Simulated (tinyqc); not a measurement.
Depletion depth for a wanted scale length.

Question. A single-gate structure has eps_r tan(pi ti/Lambda) + ei tan(pi ts/Lambda) = 0 for its lowest mode, with both thicknesses below Lambda. Find ts.

Inputs (values chosen for the exercise); permittivities: semiconductor close to that of silicon, insulator close to that of silicon nitride:
- eps_r = 11.6 (relative permittivity of the semiconductor)
- ei = 7.56 (relative permittivity of the insulator)
- ti = 1.3 nm (insulator thickness)

Lambda = 20.961783 nm

Answer. The condition is explicit in ts: an arctangent, taken between 0 and pi.

ts = 19.00 nm

Numbers from tinyqc (`OMP_NUM_THREADS=1 python tinyqc.py 2420107 2420108 out.jsonl`; about 0.01 s on one thread of a shared Intel Xeon 2.30GHz).
